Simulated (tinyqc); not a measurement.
What moves the results: core-shell quantum dot (spherical envelope functions). A value that a table varies takes the place of the one given here.

Parabolic bands; strain and other valleys are left out. s states, u = r psi, hard wall at R + H, c = hbar^2/2m0, energies from the band edges of the core. Core: u = sin(k1 r)/k1, k1 = sqrt(m1 E/c). At R, psi and psi'/m are continuous, so u is continuous and its slope in the shell is s = u/R + (m2/m1)(u' - u/R). Shell: u(R + x) = u(R) cos(k2 x) + s sin(k2 x)/k2, k2 = sqrt(m2 (E - V)/c); for negative arguments the functions turn into sinh and cosh. A level has u(R + H) = 0.

Overlap = (integral of u_e u_h)^2 with normalised u. Coulomb integrals J_ab = (q/eps) double integral of u_a(r)^2 u_b(s)^2/max(r, s), q = e^2/(4 pi eps0), one eps everywhere. Exciton E = Eg + E_e + E_h - J_eh; first-order biexciton shift J_ee + J_hh - 2 J_eh (positive: repulsive).

Constants: hbar^2/2m0 = 3.80998211 eV angstrom^2; e^2/(4 pi eps0) = 14.39964547 eV angstrom; hc = 1239.841984 eV nm.

Parameters, chosen for this exercise (near those of a CdTe/CdSe core-shell dot; not measured data):

| symbol | value | unit | meaning |
|---|---|---|---|
| R | 14 | angstrom | core radius |
| Vc | -0.32 | eV | conduction edge of the shell above that of the core |
| Vv | 0.592 | eV | hole barrier of the shell |
| me1 | 0.101 | m0 | electron, core |
| me2 | 0.134 | m0 | electron, shell |
| mh1 | 0.362 | m0 | hole, core |
| mh2 | 0.428 | m0 | hole, shell |
| Eg | 1.488 | eV | gap of the core |
| eps | 7 |  | dielectric constant |
| Hs | (2, 9, 14, 19, 29, 46, 68) | angstrom | shell thicknesses |
| H | 13 | angstrom | shell thickness |

## Growing the shell

All quantities anew for each H.

Results:

| H (angstrom) | E_e (eV) | E_h (eV) | electron in core | overlap | J_eh (meV) | E (eV) | biexciton shift (meV) |
|---|---|---|---|---|---|---|---|
| 2 | 1.3258 | 0.3953 | 0.980 | 0.998 | 223.7 | 2.985 | 0.2 |
| 9 | 0.4436 | 0.2905 | 0.615 | 0.870 | 163.3 | 2.059 | 11.0 |
| 14 | 0.1818 | 0.2848 | 0.380 | 0.683 | 139.3 | 1.815 | 27.1 |
| 19 | 0.0305 | 0.2839 | 0.234 | 0.504 | 121.1 | 1.681 | 43.7 |
| 29 | -0.1247 | 0.2838 | 0.100 | 0.268 | 96.0 | 1.551 | 70.4 |
| 46 | -0.2260 | 0.2838 | 0.033 | 0.105 | 71.4 | 1.474 | 98.5 |
| 68 | -0.2721 | 0.2838 | 0.012 | 0.041 | 53.9 | 1.446 | 119.0 |

The line moves by -1540 meV: the electron gives -1598, the hole -111 and the weaker attraction +170 meV. Over the last step E_e moves by -46.0 meV and E_h by 0.0 meV; the electron level lies above the shell edge Vc, so at this thickness it still spreads with the shell; whether a thicker shell brings it below Vc depends on whether the core binds a level at all. The overlap goes from 0.998 to 0.041, which scales the radiative lifetime by 24.3 if the rate is proportional to it. Up to H = 9 angstrom E_e exceeds 0.15 Eg, where a parabolic band overstates it. In the thickest shell the electron is spread so far that the attraction of the hole, taken to first order here, would pull it back and raise the overlap.

## What each parameter does

All quantities anew. Each row changes one parameter from the base and keeps the others.

Results:

| case | E (eV) | overlap | electron in core | biexciton shift (meV) |
|---|---|---|---|---|
| base | 1.853 | 0.721 | 0.419 | 23.6 |
| R = 11 angstrom | 2.005 | 0.760 | 0.331 | 25.5 |
| H = 18 angstrom | 1.703 | 0.537 | 0.257 | 40.5 |
| Vc = -0.22 eV | 1.907 | 0.748 | 0.445 | 21.3 |
| Vv = 0.444 eV | 1.831 | 0.784 | 0.419 | 18.2 |
| me2 = 0.168 m0 | 1.772 | 0.692 | 0.391 | 26.3 |
| mh1 = 0.29 m0 | 1.879 | 0.769 | 0.419 | 18.1 |
| eps = 8 | 1.870 | 0.721 | 0.419 | 20.7 |

The largest shifts from the base row, up to three for each result and ties (the steps differ in size, so this ranks the rows, not the parameters). E (eV): R +0.153, H -0.150, me2 -0.080. overlap: H -0.185, Vv +0.062, mh1 +0.048; unchanged at the printed digits by eps. electron in core: H -0.161, R -0.088, me2 -0.028; unchanged at the printed digits by Vv, mh1 and eps. biexciton shift (meV): H +16.9, mh1 -5.6, Vv -5.5.

(tinyqc, `OMP_NUM_THREADS=1 python tinyqc.py 1250685 1250686 out.jsonl`, Intel(R) Xeon(R) Processor @ 2.30GHz, 1 thread, shared host, about 0.03 s.)
